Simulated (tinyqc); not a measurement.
Inside a calculation. Method: Rayleigh-quotient iteration on a symmetric matrix. One step of it, computed by the program tinyqc.

Question. Step 1. solve (A - shift) w = v; v' = w/|w| with its largest component positive (the first on a tie); lambda = v'^T A v'; the next shift is lambda.

A:
```
           1          2          3          4          5
1   0.506000  -0.605000  -0.100000   0.279000  -0.032000
2  -0.605000   0.685000  -0.461000  -1.192000   0.409000
3  -0.100000  -0.461000   0.893000  -0.328000   0.003000
4   0.279000  -1.192000  -0.328000   1.081000   0.131000
5  -0.032000   0.409000   0.003000   0.131000   1.191000
```

vector v at the start: 0.447214  0.447214  0.447214  0.447214  0.447214

shift = 1.670000

Give: vector after step 1; Rayleigh quotient after step 1.

Answer.

vector after step 1: 0.1614  0.2441  0.1389  0.2386  0.9155

Rayleigh quotient after step 1 = 1.1398
